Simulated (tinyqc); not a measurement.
Diffused layer (Gaussian), carriers, mobility and sheet resistance: two steps of the calculation.

An n-type layer from the surface x = 0 to the junction xj, N(x) = N0 exp(-(x/Ld)^2). Local neutrality (no depletion at surface or junction, no spilling of carriers), intrinsic carriers neglected, full ionisation of active dopants.

Parameters, values chosen for the exercise; values close to those of phosphorus in silicon over a p-type background:
- T = 400 K (temperature)
- Nb = 8.6e14 cm^-3 (background doping of the opposite type)
- N0 = 2.6e19 cm^-3 (peak chemical concentration)
- m1 = 70.5 cm^2/(V s) (mobility limit at high doping)
- m2 = 1370 cm^2/(V s) (mobility limit at low doping, at 300 K)
- Nr = 9.42e16 cm^-3 (reference doping of the mobility law)
- am = 0.723 (exponent of the mobility law)
- bt = 1.9 (temperature exponent of m2)
- Ns = 3.86e20 cm^-3 (solubility limit of active dopant)
- Ld = 54 nm (diffusion length 2 sqrt(D t))

Constants: q = 1.602176634e-19 C. Results are converted to the units shown.

Question 1. Junction depth and local values. xj = Ld sqrt(ln(N0/Nb)); 14 equal steps from 0 to xj. Active dopant A = min(N, Ns); n = A - Nb; mobility mu = m1 + (m2 (T/300 K)^(-bt) - m1)/(1 + ((A + Nb)/Nr)^am).

Wanted: xj; x; N; A; n; mu.

Answer 1.

xj = 173.45 nm
x, point 0 to 14 (nm): [0.00, 12.39, 24.78, 37.17, 49.56, 61.94, 74.33, 86.72, 99.11, 111.50, 123.89, 136.28, 148.67, 161.06, 173.45]
N, point 0 to 14 (cm^-3): [2.6000e19, 2.4667e19, 2.1064e19, 1.6190e19, 1.1200e19, 6.9740e18, 3.9087e18, 1.9718e18, 8.9528e17, 3.6589e17, 1.3459e17, 4.4562e16, 1.3280e16, 3.5621e15, 8.6000e14]
A, point 0 to 14 (cm^-3): [2.6000e19, 2.4667e19, 2.1064e19, 1.6190e19, 1.1200e19, 6.9740e18, 3.9087e18, 1.9718e18, 8.9528e17, 3.6589e17, 1.3459e17, 4.4562e16, 1.3280e16, 3.5621e15, 8.6000e14]
n, point 0 to 14 (in units of 1e19 cm^-3): [2.5999, 2.4666, 2.1063, 1.6189, 1.1199, 0.6973, 0.3908, 0.1971, 0.0894, 0.0365, 0.0134, 0.0044, 0.0012, 0.0003, 0.0000]
mu, point 0 to 14 (cm^2/(V s)): [82.710, 83.175, 84.678, 87.579, 92.632, 101.29, 116.27, 142.64, 189.02, 267.30, 384.64, 524.93, 646.83, 721.78, 755.22]

The mobility runs from 82.7 to 755 cm^2/(V s).

Question 2. Sheet quantities by the trapezoid rule. Dose = integral of N, carrier sheet density = integral of n, 1/Rs = q integral of n mu, mean mobility 1/(q Rs sheet density), Hall mobility (unit Hall factor) = integral of n mu^2 over integral of n mu, Hall sheet density = (integral of n mu)^2/integral of n mu^2; all from 0 to xj.

x, point 0 to 14 (nm): [0.00000, 12.38898, 24.77796, 37.16694, 49.55592, 61.94491, 74.33389, 86.72287, 99.11185, 111.50083, 123.88981, 136.27879, 148.66777, 161.05676, 173.44574]
N, point 0 to 14 (cm^-3): [2.6e19, 2.4666855e19, 2.1063721e19, 1.6189642e19, 1.1200059e19, 6.9740363e18, 3.9086698e18, 1.9717626e18, 8.9528465e17, 3.6588830e17, 1.3459123e17, 4.4562124e16, 1.3279933e16, 3.5621051e15, 8.6e14]
n, point 0 to 14 (in units of 1e19 cm^-3): [2.5999140, 2.4665995, 2.1062861, 1.6188782, 1.1199199, 0.6973176, 0.3907810, 0.1970903, 0.0894425, 0.0365028, 0.0133731, 0.0043702, 0.0012420, 0.0002702, 0.0000000]
mu, point 0 to 14 (cm^2/(V s)): [82.709832, 83.175119, 84.677913, 87.579047, 92.632310, 101.28650, 116.27415, 142.63663, 189.01637, 267.30322, 384.64144, 524.93167, 646.82954, 721.77894, 755.22310]

Find: dose; carrier sheet density; Rs; mean mobility; Hall mobility; Hall sheet density.

Answer 2.

dose = 1.2443e14 cm^-2
carrier sheet density = 1.2441e14 cm^-2
Rs = 550.09 ohm/square
mean mobility = 91.200 cm^2/(V s)
Hall mobility = 97.376 cm^2/(V s)
Hall sheet density = 1.1652e14 cm^-2

Carriers make up 100 % of the dose. A Hall measurement weights the mobile tail, so its sheet density is 6.3 % below the true one.

Numbers from tinyqc (`OMP_NUM_THREADS=1 python tinyqc.py 2110004 2110005 out.jsonl`; about 0.01 s on one thread of a shared Intel Xeon 2.30GHz).
